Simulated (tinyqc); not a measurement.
Worked calculation: empirical pseudopotential in a few plane waves. One step of it, computed by the program tinyqc.

Task: Levels at k. Diagonalise the Hermitian matrix.

H(k) at k (eV), lower triangle (Hermitian):
```
                     +0+0+0               -1-1-1               -1-1+1               -1+1-1
+0+0+0             2.605004
-1-1-1   1.914515-0.952447i             5.399645
-1-1+1  -1.914515-0.952447i   0.000000+0.639468i            14.182802
-1+1-1  -1.914515-0.952447i   0.000000+0.639468i             0.489805            15.380505
-1+1+1  -1.914515+0.952447i            -0.489805   0.000000+0.639468i   0.000000+0.639468i
+1-1-1  -1.914515-0.952447i   0.000000+0.639468i             0.489805             0.489805
+1-1+1  -1.914515+0.952447i            -0.489805   0.000000+0.639468i             0.000000
+1+1-1  -1.914515+0.952447i            -0.489805             0.000000   0.000000+0.639468i
+1+1+1   1.914515+0.952447i             0.000000            -0.489805            -0.489805
-2+0+0   0.000000-0.639468i  -1.914515+0.952447i  -1.914515-0.952447i  -1.914515-0.952447i
+0-2+0   0.000000-0.639468i  -1.914515+0.952447i  -1.914515-0.952447i   0.336724-0.211655i
+0+0-2   0.000000-0.639468i  -1.914515+0.952447i   0.336724-0.211655i  -1.914515-0.952447i
+0+0+2   0.000000+0.639468i  -0.336724-0.211655i   1.914515+0.952447i  -0.336724+0.211655i
+0+2+0   0.000000+0.639468i  -0.336724-0.211655i  -0.336724+0.211655i   1.914515+0.952447i
+2+0+0   0.000000+0.639468i  -0.336724-0.211655i  -0.336724+0.211655i  -0.336724+0.211655i

                     -1+1+1               +1-1-1               +1-1+1               +1+1-1
-1+1+1            24.163662
+1-1-1             0.000000            10.988927
+1-1+1             0.489805   0.000000+0.639468i            19.772084
+1+1-1             0.489805   0.000000+0.639468i             0.489805            20.969787
+1+1+1   0.000000+0.639468i            -0.489805   0.000000+0.639468i   0.000000+0.639468i
-2+0+0   1.914515-0.952447i   0.336724-0.211655i  -0.336724-0.211655i  -0.336724-0.211655i
+0-2+0  -0.336724-0.211655i  -1.914515-0.952447i   1.914515-0.952447i  -0.336724-0.211655i
+0+0-2  -0.336724-0.211655i  -1.914515-0.952447i  -0.336724-0.211655i   1.914515-0.952447i
+0+0+2  -1.914515+0.952447i  -0.336724+0.211655i  -1.914515+0.952447i   0.336724+0.211655i
+0+2+0  -1.914515+0.952447i  -0.336724+0.211655i   0.336724+0.211655i  -1.914515+0.952447i
+2+0+0   0.336724+0.211655i   1.914515+0.952447i  -1.914515+0.952447i  -1.914515+0.952447i

                     +1+1+1     -2+0+0     +0-2+0     +0+0-2
+1+1+1            29.752944
-2+0+0  -0.336724+0.211655i  16.977443
+0-2+0  -0.336724+0.211655i   0.489805  12.585865
+0+0-2  -0.336724+0.211655i   0.489805   0.489805  13.783568
+0+0+2  -1.914515-0.952447i  -0.489805  -0.489805   0.000000
+0+2+0  -1.914515-0.952447i  -0.489805   0.000000  -0.489805
+2+0+0  -1.914515-0.952447i   0.000000  -0.489805  -0.489805

           +0+0+2     +0+2+0     +2+0+0
+0+0+2  31.349882
+0+2+0   0.489805  32.547585
+2+0+0   0.489805   0.489805  28.156006
```

Give: eigenvalues.

Result:

eigenvalues (eV): -1.0363  5.1189  9.3779  10.3201  13.3706  15.0852  15.6560  19.5896  20.1026  20.7544  23.6025  28.3137  30.1913  32.2598  35.9092
